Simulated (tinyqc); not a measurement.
# Changing the coupling N(0)V

Model: BCS gap equation with a constant attraction inside the Debye window. Computed by tinyqc, a small Python program. Command: `OMP_NUM_THREADS=1 python tinyqc.py 3001048 3001049 out.jsonl bcs sweep`. One thread of a shared host (Intel(R) Xeon(R) Processor @ 2.30GHz), about 0.01 s of CPU time with the checks.

Pairs attract with strength V for |xi| < k_B Theta; N(0) is the density of states for one spin. Energies are given as temperatures (E/k_B, in K) unless marked.

Inputs (values chosen for the exercise, modelled on zinc):
```
quantity                   value      unit
Debye temperature Theta      311         K
Fermi velocity v_F       1.7e+06       m/s
electron density n          12.7  1e28/m^3
mean free path l              52        nm
```

Solver: bisection.

Constants: k_B = 8.617333262e-05 eV/K; hbar = 1.054571817e-34 J s; k_B = 1.380649e-23 J/K; m_0 = 9.1093837015e-31 kg; eps_0 = 8.8541878128e-12 F/m; c = 299792458 m/s; e = 1.602176634e-19 C.

Method:
- At T = 0 the gap equation 1/(N(0)V) = int_0^Theta d xi/sqrt(xi^2 + Delta^2) has the integral arcsinh(Theta/Delta), so Delta_0 = Theta/sinh(1/(N(0)V)); weak coupling gives 2 Theta exp(-1/(N(0)V)).
- Gap equation: 1/(N(0)V) = I(Delta, T) = int_0^Theta tanh(E/2T)/E d xi, E = sqrt(xi^2 + Delta^2); 64 Gauss-Legendre points in y with xi = max(Delta, T) sinh(y).
- T_c solves I(0, T_c) = 1/(N(0)V); the weak-coupling form is T_c = (2 e^C/pi) Theta exp(-1/(N(0)V)) with Euler's C = 0.5772157, and 2 Delta_0/T_c then tends to 2 pi e^-C = 3.528.
- xi_0 = hbar v_F/(pi Delta_0); lambda_L = sqrt(m_0 eps_0 c^2/(n e^2)); N(0) = 3 n/(2 m_0 v_F^2) for one spin; condensation energy N(0) Delta_0^2/2 = B_c^2/(2 mu_0), mu_0 = 1/(eps_0 c^2); with scattering lambda = lambda_L sqrt(1 + xi_0/l) in the local limit (where xi_0 and l both exceed lambda, nonlocal response makes the true depth larger); Ginzburg-Landau kappa = 0.96 lambda_L/xi_0 + 0.72 lambda_L/l. Free-electron mass throughout; heavier carriers, as in niobium or vanadium, give a larger lambda_L and kappa and can make the metal type II.

One run for each value:
```
coupling N(0)V  T_c (K)  2 Delta_0/T_c  weak-coupling T_c (K)  Delta_0 (K)  coherence length xi_0 (nm)
0.16                0.7          3.528                    0.7          1.2                        3442
0.24                5.5          3.529                    5.5          9.6                         429
0.32               15.5          3.535                   15.5         27.4                         151
0.40               28.9          3.552                   28.9         51.4                          80
0.48               43.9          3.583                   43.9         78.7                          53
0.56               59.2          3.624                   59.1        107.3                          39
0.64               74.4          3.668                   73.9        136.4                          30
0.72               89.2          3.710                   87.9        165.4                          25
0.80              103.6          3.747                  101.0        194.1                          21
```

Over the rows, T_c (K) rises from 0.681 to 104 (exponent d ln y / d ln x 5.1 between the first rows and 1.4 between the last); 2 Delta_0/T_c rises from 3.53 to 3.75 (exponent d ln y / d ln x 5.8e-4 between the first rows and 0.095 between the last); weak-coupling T_c (K) rises from 0.681 to 101 (exponent d ln y / d ln x 5.1 between the first rows and 1.3 between the last). The exponent of T_c is about 1/(N(0)V), large at weak coupling; the weak-coupling formula misses by 2.5 % in the last row.

Caution (rows 0.400, 0.480, 0.560, 0.640, 0.720, 0.800): at this coupling retardation and damping of the phonon exchange (Eliashberg theory) matter.
